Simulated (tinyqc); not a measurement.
What moves the results: model-solid line-up of a strained alloy layer on a substrate. A value that a table varies takes the place of the one given here.

All values of the alloy are linear in x but the gap, Eg(x) = (1 - x) Eg_A + x Eg_B - C x (1 - x), and the valence edge, Ev(x) = (1 - x) Ev_A + x Ev_B + fv C x (1 - x); Ec = Ev + Eg. Ev is the top of the unstrained valence band on a scale common to all materials. In the layer only the Gamma valley of the conduction band is followed, also where an X or L valley would lie lower.

Coherent growth on a (001) face: e_par = (a_s - a)/a, e_perp = -2 (C12/C11) e_par; exx = eyy = e_par, ezz = e_perp, no shear.

Strained edges: Ec + ac tr(e); the valence edges are Ev plus the levels of the 6 x 6 matrix of X, Y, Z times spin with -Dso/3 + l exx + m (eyy + ezz) on the diagonal (cyclic), n exy off it, l = av + 2 b, m = av - b, n = sqrt(3) d. Spin-orbit term (Dso/3) L.sigma on X, Y, Z with (L_k)_ij = -i epsilon_kij: <X+|H|Y+> = -i Dso/3, <X+|H|Z-> = Dso/3, <Y+|H|Z-> = -i Dso/3, <Z+|H|X-> = -Dso/3, <Z+|H|Y-> = i Dso/3, <X-|H|Y-> = i Dso/3, and their conjugates; + and - are the spin along z.

dEc = Ec(substrate) - Ec(layer), dEv = Ev(layer) - Ev(substrate); positive values confine the carrier in the layer. Type I: both of one sign; type II: opposite signs; type III: the gaps do not overlap.

Coherent growth: e_par = (a_s - a)/a. (001): e_perp = -2 (C12/C11) e_par; exx = eyy = e_par, ezz = e_perp, no shear. (111): e_perp = -(2 C11 + 4 C12 - 4 C44)/(C11 + 2 C12 + 4 C44) e_par; exx = eyy = ezz = (2 e_par + e_perp)/3 and exy = eyz = ezx = (e_perp - e_par)/3. (110): e_perp = -(C11 + 3 C12 - 2 C44)/(C11 + C12 + 2 C44) e_par; exx = eyy = (e_par + e_perp)/2, ezz = e_par, exy = (e_perp - e_par)/2, eyz = ezx = 0.

Values chosen for the exercise (A near AlAs, B near InAs, substrate near InAs; the results hold for these values, not for the real material): a = (5.667, 6.052) angstrom (lattice constant of A, B); Eg = (3.096, 0.411) eV (gap at Gamma to the s-like level of A, B); Dso = (0.281, 0.389) eV (spin-orbit splitting of A, B); Ev = (-1.33, -0.59) eV (top of the unstrained valence band of A, B); ac = (-5.59, -5.06) eV (conduction deformation potential of A, B); av = (2.47, 1) eV (valence hydrostatic potential of A, B); b = (-2.3, -1.81) eV (tetragonal shear potential of A, B); d = (-3.45, -3.63) eV (trigonal shear potential of A, B); C11 = (124.8, 82.2) GPa (of A, B); C12 = (54.2, 44.6) GPa (of A, B); C44 = (54.5, 40) GPa (of A, B); C = 0.701 eV (bowing of the gap); fv = 0 (share of the bowing taken by the valence edge); a_s = 6.052 angstrom (substrate); Eg_s = 0.411 eV (lowest gap of the substrate); Ev_s = -0.59 eV (substrate valence edge); face = 001 (growth face); x = 0.78 (fraction of B).

## Composition against offsets

Each composition is strained to the same substrate.

Results:
```
x     e_par (%)  relaxed gap (eV)  strained gap (eV)  valence splitting (meV)  dEc (eV)  dEv (eV)  type
0.55       2.95             1.446              1.062                      289    -0.540    -0.111     I
0.61       2.54             1.291              0.971                      243    -0.455    -0.105     I
0.67       2.14             1.142              0.882                      199    -0.374    -0.098     I
0.73       1.75             0.998              0.794                      157    -0.297    -0.087     I
0.80       1.29             0.836              0.693                      111    -0.212    -0.070     I
0.86       0.90             0.702              0.608                       75    -0.144    -0.053     I
0.92       0.51             0.574              0.523                       41    -0.079    -0.032     I
0.98       0.13             0.451              0.439                       10    -0.019    -0.009     I
```

The layer stays under tension over this range. The strained gap runs from 1.062 to 0.439 eV, against 1.446 to 0.451 eV for the relaxed alloy: strain takes back part of the change that the composition makes. Strains above 2 % can be kept only in layers of a few nanometres. The line-up is type I throughout, with the layer as the barrier. Offsets below about 50 meV are within the spread of parameter sets, so those rows do not settle the type. Where the alloy is indirect its X or L edge, left out, lies lower and sets the real gap and dEc.

## The same layer on three faces

Composition and substrate are kept.

Results:
```
face   e_perp (%)  tr(e) (%)  shift of Ec (meV)  shift of Ev (meV)  valence splitting (meV)  gap (eV)
(001)      -1.448      1.391              -72.0               87.3                    123.9    0.7221
(111)      -0.783      2.056             -106.4               82.8                    101.2    0.6922
(110)      -0.918      1.921              -99.4               83.7                    105.8    0.6983
```

The layer yields most along the normal on (001) and least on (111), so the volume change, and with it the shift of Ec, is largest on (111). The valence splitting, set by b on (001), by d on (111) and by both on (110), is largest on (001). The gaps span 30 meV, from (111) to (001).

## What each parameter does

Strained gap, valence splitting and offsets. Each row changes one parameter from the base and keeps the others.

Results:
```
case                      gap (eV)  splitting (meV)  dEc (eV)  dEv (eV)
base                        0.7221            123.9   -0.2356   -0.0755
x = 0.76                    0.7509            136.9   -0.2597   -0.0802
a_s = 6.032 angstrom        0.7619             92.5   -0.2526   -0.0982
C = 0.801 eV                0.7049            123.9   -0.2185   -0.0755
fv = 0.2                    0.7221            123.9   -0.2597   -0.0514
Ev_s = -0.54 eV             0.7221            123.9   -0.1856   -0.1255
Dso = (0.323, 0.447) eV     0.7236            122.4   -0.2356   -0.0770
C12 = (62.33, 51.29) GPa    0.7301            134.2   -0.2469   -0.0722
b = (-2.645, -2.081) eV     0.7099            144.4   -0.2356   -0.0633
```

The largest shifts from the base row, up to three for each result and ties (the steps differ in size, so this ranks the rows, not the parameters). gap (eV): a_s +0.0398, x +0.0289, C -0.0172; unchanged at the printed digits by fv and Ev_s. splitting (meV): a_s -31.4, b +20.5, x +13.0; unchanged at the printed digits by C, fv and Ev_s. dEc (eV): Ev_s +0.0500, x -0.0241, fv -0.0241; unchanged at the printed digits by Dso and b. dEv (eV): Ev_s -0.0500, fv +0.0241, a_s -0.0228; unchanged at the printed digits by C.

Computed by tinyqc, a small Python program: `OMP_NUM_THREADS=1 python tinyqc.py 1080429 1080430 out.jsonl` (the numbers bound the seed that draws the inputs); one thread of a shared host (Intel(R) Xeon(R) Processor @ 2.30GHz), about 0.02 s for the whole set of steps.
